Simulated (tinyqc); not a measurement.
p-type polysilicon, carrier trapping at grain boundaries: effect of the grain size.

One-dimensional grains of size Lg, uniform ionised doping N, monovalent traps Qt at each boundary at a depth Et below (for electrons) or above (for holes) the band edge there, abrupt depletion of width W on each side of a boundary, Boltzmann statistics. xi is the distance from the band edge at the grain centre to the Fermi level. Trapped charge Qt/(1 + exp((xi + VB - Et)/Vt)) = 2 N W, barrier VB = q N W^2/(2 eps0 eps_r).

If the trap equation with xi = Vt ln(NB/N) has a root W < Lg/2, the grain is partly depleted; otherwise W = Lg/2 and the trap equation gives xi = Et - VB + Vt ln(Qt/(N Lg) - 1). N* = Qt/Lg. n0 = NB exp(-xi/Vt); mean density n0 (1 - 2 W/Lg) by charge balance in a partly depleted grain, and n0 (sqrt(pi)/2) erf(u)/u with u = sqrt(VB/Vt) in a fully depleted one; v = sqrt(kB T/(2 pi ms m0)); barrier resistivity Vt exp(VB/Vt)/(q fe n0 v Lg); grain resistivity (1 - 2 W/Lg)/(q n0 mug); effective mobility 1/(q mean density total resistivity). Rows with xi above 0.45 V, towards mid-gap, are left out, since the other carrier type is ignored.

Inputs (values chosen for the exercise); values of the order met in polycrystalline silicon:
- T = 300 K (temperature)
- eps_r = 11.7 (relative permittivity)
- NB = 2.65e19 cm^-3 (valence-band density of states at T)
- Qt = 6.9e11 cm^-2 (trap density of a grain boundary)
- Et = 0.39 eV (depth of the trap level from the majority band edge at the boundary)
- ms = 0.57 m0 (mass for thermionic emission)
- fe = 0.5 (correction factor of the emission rate)
- mug = 68 cm^2/(V s) (mobility inside the grains)
- N = 5.4e16 cm^-3 (doping)

Constants: q = 1.602176634e-19 C, kB = 1.380649e-23 J/K, m0 = 9.1093837015e-31 kg, Vt = kB T/q, eps0 = 8.8541878128e-14 F/cm where lengths are in cm. Results are converted to the units shown.

Effect of the grain size:

| Lg (nm) | N/N* | depleted share 2 W/Lg | VB (V) | xi (V) | mean density (cm^-3) | resistivity (ohm cm) | effective mobility (cm^2/(V s)) |
|---|---|---|---|---|---|---|---|
| 17 | 0.1330 | 1.000 | 0.003017 | 0.4354 | 1.235e12 | 4.667e4 | 108.3 |
| 31 | 0.2426 | 1.000 | 0.01003 | 0.4094 | 3.107e12 | 1.226e4 | 163.9 |
| 53 | 0.4148 | 1.000 | 0.02932 | 0.3696 | 1.184e13 | 3241 | 162.7 |
| 94 | 0.7357 | 1.000 | 0.09224 | 0.2713 | 3.417e14 | 465.4 | 39.24 |
| 160 | 1.252 | 0.7586 | 0.1538 | 0.1602 | 1.304e16 | 40.58 | 11.80 |
| 290 | 2.270 | 0.4185 | 0.1538 | 0.1602 | 3.140e16 | 23.15 | 8.586 |
| 500 | 3.913 | 0.2427 | 0.1538 | 0.1602 | 4.089e16 | 14.14 | 10.79 |

As Lg goes from 17 to 500, VB rises from 0.00302 to 0.154 V, the resistivity falls from 46700 to 14.1 ohm cm and the effective mobility moves up and down between 8.59 and 164 cm^2/(V s). For Lg = 17, 31 VB is below Vt, where abrupt depletion and thermionic emission are rough. For Lg = 160 the grain is near the changeover between partial and full depletion, within a few Debye lengths, where both limits are rough. For Lg = 17, 31, 53 the effective mobility exceeds mug, since drift through the depleted part of the grain is left out.

Numbers from tinyqc (`OMP_NUM_THREADS=1 python tinyqc.py 2830033 2830034 out.jsonl`; about 0.01 s on one thread of a shared Intel Xeon 2.30GHz).
